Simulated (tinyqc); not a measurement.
Threshold of a short bulk MOSFET: charge sharing, barrier lowering, narrow width: one step of the calculation.

n-channel device on a p-type body, depletion approximation, full ionisation. Uniform doping N = Na. Vbi from Boltzmann statistics is rough for the degenerate source. Cox = eps0 eox/tox.

Problem. Short-channel and narrow-width shifts. Charge sharing (trapezoid; it ignores Vds): F = (xj/L)(sqrt(1 + 2 Wd/xj) - 1), lowering = body term times F. Barrier lowering: th = exp(-L/(2 l)) + 2 exp(-L/l), lowering = th [2 (Vbi - 2 pB) + Vds], DIBL = th. Narrow width: rise = body term times xw Wd/W. VT by each model = VT0 - lowering + rise.

Parameters, values chosen for the exercise; band and dielectric values close to those of silicon:
```
symbol,value,unit,meaning
xj,20,nm,junction depth
Vds,0.05,V,drain-source voltage
W,280,nm,gate width
xw,0,,shape factor of the fringing depletion at the width edges
L,220,nm,channel length
```

2 pB = 0.92961702 V
Wd = 69.344038 nm
body term = 0.32099260 V
VT0 = 0.55060962 V
Vbi = 1.0586931 V
l = 28.813075 nm

Find: F; lowering by charge sharing; th; lowering of the barrier; DIBL; narrow-width rise; VT, charge sharing; VT, barrier lowering.

Solution.

F = 0.16516
lowering by charge sharing = 53.017 mV
th = 0.022944
lowering of the barrier = 7.0703 mV
DIBL = 22.944 mV/V
narrow-width rise = 0 mV
VT, charge sharing = 0.49759 V
VT, barrier lowering = 0.54354 V

L is 7.64 scale lengths. The charge-sharing lowering is 7.50 times the barrier lowering; the first falls off as 1/L and the second exponentially. Both describe the same loss of gate control, so they are alternatives and are not added.

Program tinyqc, `OMP_NUM_THREADS=1 python tinyqc.py 2002208 2002209 out.jsonl`; Intel Xeon 2.30GHz, shared host, one thread, about 0.01 s.
